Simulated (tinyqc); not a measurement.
Density of states of one tight-binding band on the simple cubic lattice: one step. Gaussian broadening at one energy.

Gaussian broadening: g(E) = mean over the mesh of exp(-(E - E_k)^2/(2 sigma^2))/(sigma sqrt(2 pi)), n(E) = mean of erfc((E_k - E)/(sigma sqrt 2))/2.

Inputs chosen for the exercise: E = 4.87 eV (energy at which the density is wanted); sigma = 1.175 eV (Gaussian width).

Distinct energies:

| E_k (eV) | points |
|---|---|
| -14.100000 | 1 |
| -11.750000 | 6 |
| -9.400000 | 12 |
| -7.050000 | 14 |
| -4.700000 | 27 |
| -2.350000 | 36 |
| 0.000000 | 24 |
| 2.350000 | 36 |
| 4.700000 | 27 |
| 7.050000 | 14 |
| 9.400000 | 12 |
| 11.750000 | 6 |
| 14.100000 | 1 |

Question. Sum over the distinct energies with their counts.

Give: n(E); g(E).

Answer.

n(E) = 0.7913
g(E) = 0.0516 1/eV

Program tinyqc; command `OMP_NUM_THREADS=1 python tinyqc.py 1652170 1652171 out.jsonl`; about 0.2 s on one thread of a shared Intel(R) Xeon(R) Processor @ 2.30GHz.
